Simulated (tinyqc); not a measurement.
# Small-signal admittance of a forward-biased p+-n diode: two studies

Holes injected into a neutral base of width wb with an ohmic contact at its end; low injection, p0 far above the equilibrium density. A small voltage v exp(i w t), w = 2 pi f, modulates the edge density by p0 v/Vt, and the small-signal density obeys Dp d2p/dx2 = (1/tau + i w) p.

Inputs (values chosen for the exercise); permittivity close to that of silicon: temperature T = 350 K; relative permittivity eps_r = 11.7; donor density of the base Nd = 1.9e16 cm^-3; hole diffusion coefficient Dp = 10 cm^2/s; hole lifetime tau = 1e-8 s; width of the neutral base wb = 5.1 um; excess hole density at the junction edge p0 = 1.4e15 cm^-3; acceptor density of the p+ side Na = 5e19 cm^-3; series resistance Rs = 0.02 ohm cm^2; signal frequency f = 4.6e6 Hz.

Constants: q = 1.602176634e-19 C, kB = 1.380649e-23 J/K, Vt = kB T/q, eps0 = 8.8541878128e-14 F/cm where lengths are in cm. Results are converted to the units shown.

Each table varies one quantity; the others keep the values above.

## Admittance against frequency

L = sqrt(Dp tau); direct current J = (q Dp p0/L) coth(wb/L); k = sqrt(1 + i w tau)/L; diffusion admittance Y = (q Dp p0/Vt) k coth(k wb) = G + i w C_diff; junction capacitance C_j = sqrt(q eps0 eps_r Nd/(2 Vr)) in the depletion approximation, with the remaining barrier Vr = Vt ln(Na/p0), a rough value under forward bias; base-width modulation is left out. Measured admittance 1/[Rs + 1/(Y + i w C_j)].

The same in every row: C_j (uF/cm^2) = 0.07062.

Admittance against frequency:

| f (Hz) | w tau | G (S/cm^2) | C_diff (uF/cm^2) | measured G (S/cm^2) | measured C (uF/cm^2) | phase of the measured Y (degrees) |
|---|---|---|---|---|---|---|
| 50000 | 0.003142 | 254.6 | 0.9463 | 41.79 | 0.02739 | 0.01180 |
| 2e5 | 0.01257 | 254.6 | 0.9463 | 41.79 | 0.02739 | 0.04719 |
| 9e5 | 0.05655 | 254.7 | 0.9463 | 41.80 | 0.02738 | 0.2122 |
| 4e6 | 0.2513 | 255.4 | 0.9450 | 41.87 | 0.02704 | 0.9299 |
| 2e7 | 1.257 | 271.7 | 0.9142 | 43.23 | 0.02072 | 3.447 |
| 7e7 | 4.398 | 386.1 | 0.7131 | 46.47 | 0.006340 | 3.434 |
| 3e8 | 18.85 | 741.3 | 0.3730 | 48.51 | 8.367e-4 | 1.862 |
| 1e9 | 62.83 | 1329 | 0.2081 | 49.31 | 1.403e-4 | 1.024 |
| 5e9 | 314.2 | 2952 | 0.09367 | 49.79 | 1.152e-5 | 0.4165 |

G starts at J/Vt = 255 S/cm^2 and C_diff at (J tau/(2 Vt))(1 - 2 x/sinh 2x) = 0.946 uF/cm^2, x = wb/L = 1.61. Between the last two rows G goes as f^(0.50) and C_diff as f^(-0.50); the limits are 1/2 and -1/2, reached when the signal penetrates only sqrt(Dp/w). The measured C is 97 % below C_diff + C_j in the first row and 100 % below it in the last, the difference being due to Rs.

## Effect of the width of the neutral base

Same model as above.

The same in every row: w tau = 0.2890; C_j (uF/cm^2) = 0.07062.

Effect of the width of the neutral base:

| wb (um) | G (S/cm^2) | C_diff (uF/cm^2) | measured G (S/cm^2) | measured C (uF/cm^2) | phase of the measured Y (degrees) |
|---|---|---|---|---|---|
| 0.16 | 4652 | 0.03965 | 49.47 | 1.247e-5 | 4.174e-4 |
| 0.31 | 2407 | 0.07675 | 48.98 | 6.104e-5 | 0.002064 |
| 0.62 | 1215 | 0.1529 | 48.02 | 3.493e-4 | 0.01204 |
| 1.2 | 649.2 | 0.2919 | 46.43 | 0.001853 | 0.06610 |
| 2.4 | 367.4 | 0.5527 | 44.02 | 0.008929 | 0.3359 |
| 4.8 | 259.8 | 0.9147 | 42.00 | 0.02546 | 1.004 |
| 9.6 | 238.3 | 1.140 | 41.46 | 0.03587 | 1.433 |
| 19 | 237.6 | 1.164 | 41.44 | 0.03676 | 1.469 |

As wb goes from 0.16 to 19, G falls from 4650 to 238 S/cm^2, C_diff rises from 0.0397 to 1.16 uF/cm^2 and the measured C rises from 1.25e-5 to 0.0368 uF/cm^2. C_diff exceeds C_j for wb = 0.31, 0.62, 1.2, 2.4, 4.8, 9.6, 19.

Program tinyqc, `OMP_NUM_THREADS=1 python tinyqc.py 2890107 2890108 out.jsonl`; Intel Xeon 2.30GHz, shared host, one thread, about 0.01 s.
